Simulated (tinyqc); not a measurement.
Hueckel theory of the pi electrons, for the molecule C=CC1=CC(O)=C2C=CC=C12 (SMILES; centres numbered as the heavy atoms are written), step by step. One step of it, computed by the program tinyqc.

Question. Orbitals. Diagonalise; E = alpha + x beta with beta < 0, so the largest x are filled first; degenerate levels share their electrons. P = sum n_i c_ri c_si; each orbital has its largest coefficient positive (the first on a tie).

Hueckel matrix in units of beta (H = alpha + beta A):
```
           1C        2C        3C        4C        5C        6O        7C        8C
1C   0.000000  1.000000  0.000000  0.000000  0.000000  0.000000  0.000000  0.000000
2C   1.000000  0.000000  1.000000  0.000000  0.000000  0.000000  0.000000  0.000000
3C   0.000000  1.000000  0.000000  1.000000  0.000000  0.000000  0.000000  0.000000
4C   0.000000  0.000000  1.000000  0.000000  1.000000  0.000000  0.000000  0.000000
5C   0.000000  0.000000  0.000000  1.000000  0.000000  0.730000  1.000000  0.000000
6O   0.000000  0.000000  0.000000  0.000000  0.730000  2.290000  0.000000  0.000000
7C   0.000000  0.000000  0.000000  0.000000  1.000000  0.000000  0.000000  1.000000
8C   0.000000  0.000000  0.000000  0.000000  0.000000  0.000000  1.000000  0.000000
9C   0.000000  0.000000  0.000000  0.000000  0.000000  0.000000  0.000000  1.000000
10C  0.000000  0.000000  0.000000  0.000000  0.000000  0.000000  0.000000  0.000000
11C  0.000000  0.000000  1.000000  0.000000  0.000000  0.000000  1.000000  0.000000

           9C       10C       11C
1C   0.000000  0.000000  0.000000
2C   0.000000  0.000000  0.000000
3C   0.000000  0.000000  1.000000
4C   0.000000  0.000000  0.000000
5C   0.000000  0.000000  0.000000
6O   0.000000  0.000000  0.000000
7C   0.000000  0.000000  1.000000
8C   1.000000  0.000000  0.000000
9C   0.000000  1.000000  0.000000
10C  1.000000  0.000000  1.000000
11C  0.000000  1.000000  0.000000
```

pi electrons, sum of z_r less the charge = 12

Give: x values; occupations; coefficients; charge and bond-order matrix P.

Answer.

x values: 2.6752  2.2508  1.6196  1.0998  0.7736  0.4576  -0.0462  -0.9806  -1.5248  -1.9251  -2.1099

occupations: 2.0000  2.0000  2.0000  2.0000  2.0000  2.0000  0.0000  0.0000  0.0000  0.0000  0.0000

coefficients:
```
        MO1      MO2      MO3      MO4      MO5      MO6      MO7      MO8
1C   0.0328  -0.0862   0.2803  -0.3066   0.4648  -0.1479   0.4511   0.5658
2C   0.0877  -0.1940   0.4540  -0.3372   0.3596  -0.0677  -0.0208  -0.5548
3C   0.2019  -0.3504   0.4550  -0.0643  -0.1866   0.1169  -0.4501  -0.0217
4C   0.2234  -0.1692   0.2989   0.3534  -0.0839   0.5457   0.0602   0.3641
5C   0.3957  -0.0304   0.0291   0.4530   0.1217   0.1328   0.4473  -0.3354
6O   0.7500   0.5648  -0.0317  -0.2778  -0.0586  -0.0529  -0.1398   0.0749
7C   0.2878  -0.3115  -0.2286   0.3475   0.2208  -0.4463   0.0212  -0.0899
8C   0.1450  -0.2452  -0.3835   0.0162   0.4692   0.0874  -0.4298   0.2116
9C   0.1002  -0.2404  -0.3924  -0.3298   0.1422   0.4863  -0.0013  -0.1176
10C  0.1231  -0.2959  -0.2521  -0.3788  -0.3592   0.1351   0.4298  -0.0963
11C  0.2291  -0.4255  -0.0159  -0.0869  -0.4201  -0.4245  -0.0186   0.2120

         MO9     MO10     MO11
1C    0.1620  -0.0978  -0.1471
2C   -0.2470   0.1882   0.3103
3C    0.2146  -0.2646  -0.5076
4C   -0.2657   0.3956   0.1978
5C    0.1906  -0.4969   0.0903
6O   -0.0365   0.0861  -0.0150
7C    0.0018   0.4983  -0.3773
8C   -0.3787  -0.3879   0.1430
9C    0.5757   0.2484   0.0757
10C  -0.4992  -0.0904  -0.3026
11C   0.1854  -0.0744   0.5629
```

charge and bond-order matrix P:
```
          1C       2C       3C       4C       5C       6O       7C       8C
1C    0.8380   0.8547   0.1601  -0.2448  -0.1564   0.0656   0.0685   0.2372
2C    0.8547   0.9980   0.4778   0.0036  -0.1283   0.0361  -0.0514   0.0871
3C    0.1601   0.4778   0.8464   0.5942   0.1350  -0.0766  -0.1050  -0.2753
4C   -0.2448   0.0036   0.5942   1.1951   0.6491  -0.1192  -0.1811  -0.0533
5C   -0.1564  -0.1283   0.1350   0.6491   0.7920   0.2774   0.4834   0.2594
6O    0.0656   0.0361  -0.0766  -0.1192   0.2774   1.9318  -0.0776  -0.1084
7C    0.0685  -0.0514  -0.1050  -0.1811   0.4834  -0.0776   1.2016   0.5520
8C    0.2372   0.0871  -0.2753  -0.0533   0.2594  -0.1084   0.5520   0.9125
9C    0.0186   0.0134  -0.0451   0.1653  -0.0639   0.0187  -0.2136   0.6558
10C  -0.2238  -0.1136   0.2420  -0.0557  -0.2940   0.1047  -0.1721   0.0485
11C  -0.1322   0.0048   0.4449  -0.2174  -0.0875   0.0063   0.5372  -0.1839

          9C      10C      11C
1C    0.0186  -0.2238  -0.1322
2C    0.0134  -0.1136   0.0048
3C   -0.0451   0.2420   0.4449
4C    0.1653  -0.0557  -0.2174
5C   -0.0639  -0.2940  -0.0875
6O    0.0187   0.1047   0.0063
7C   -0.2136  -0.1721   0.5372
8C    0.6558   0.0485  -0.1839
9C    1.1746   0.6440  -0.2119
10C   0.6440   0.9141   0.5691
11C  -0.2119   0.5691   1.1960
```
